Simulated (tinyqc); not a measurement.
Lossy package transmission line with skin effect: effect of the load resistance.

A uniform line in a homogeneous dielectric: c = sqrt(er)/(c0 Z0), l = Z0 sqrt(er)/c0 (c0 = 299792458 m/s), g = w c td, w = 2 pi f. The resistance joins its limits as r = sqrt(r_dc^2 + r_hf^2), with r_dc = rho/(wd th), r_hf = kr rho/(2 delta (wd + th)), delta = sqrt(rho/(pi f mu0)), mu0 = 4 pi 1e-7 H/m; this is an interpolation, and internal inductance, up to 0.05 nH/mm at low frequency, is neglected.

gamma = sqrt((r + i w l)(g + i w c)) = alpha + i beta, Zc = sqrt((r + i w l)/(g + i w c)), roots with positive real part; loss 8.685889638 alpha in dB; phase velocity w/beta. ZL = 1/(1/RL + i w CL); reflection (ZL - Zc)/(ZL + Zc); Zin = Zc (ZL + Zc tanh(gamma len))/(Zc + ZL tanh(gamma len)); H = V_load/V_source = [Zin/(Zin + Rg)]/[cosh(gamma len) + (Zc/ZL) sinh(gamma len)].

Inputs (values chosen for the exercise):
- wd = 27 um (width of the strip)
- th = 12 um (thickness of the strip)
- rho = 2.9 uohm cm (resistivity)
- er = 4.2 (relative permittivity)
- td = 0.02 (loss tangent)
- Z0 = 60 ohm (lossless impedance sqrt(l/c))
- kr = 1.2 (factor for crowding and the return path)
- len = 2.1 mm (length)
- Rg = 10 ohm (source resistance)
- CL = 100 fF (load capacitance)
- f = 17 GHz (frequency)

The same in every row: r (ohm/mm) = 0.6846; r/(w l) = 0.01563; loss (dB/mm) = 0.1130; |Zc| (ohm) = 60.00; phase velocity over c0 = 0.4879; length in wavelengths = 0.2440.

Results:

| RL (ohm) | \|H\| (dB) |
|---|---|
| 10 | -15.92 |
| 25 | -8.543 |
| 50 | -3.665 |
| 75 | -1.345 |
| 150 | 1.409 |
| 10000 | 3.893 |

Estimate the missing row, RL = 500 ohm.

Computed row:

| RL (ohm) | \|H\| (dB) |
|---|---|
| 500 | 3.307 |

With this row back in the table: As RL goes from 10 to 10000, the loss stays at 0.113 dB/mm, |Zc| stays at 60.0 ohm and |H| goes from -15.9 to 3.89 dB, with its highest value among the rows, 3.89 dB, at RL = 10000.

tinyqc, about 0.01 s, one thread, Intel Xeon 2.30GHz (shared host): `OMP_NUM_THREADS=1 python tinyqc.py 2810153 2810154 out.jsonl`
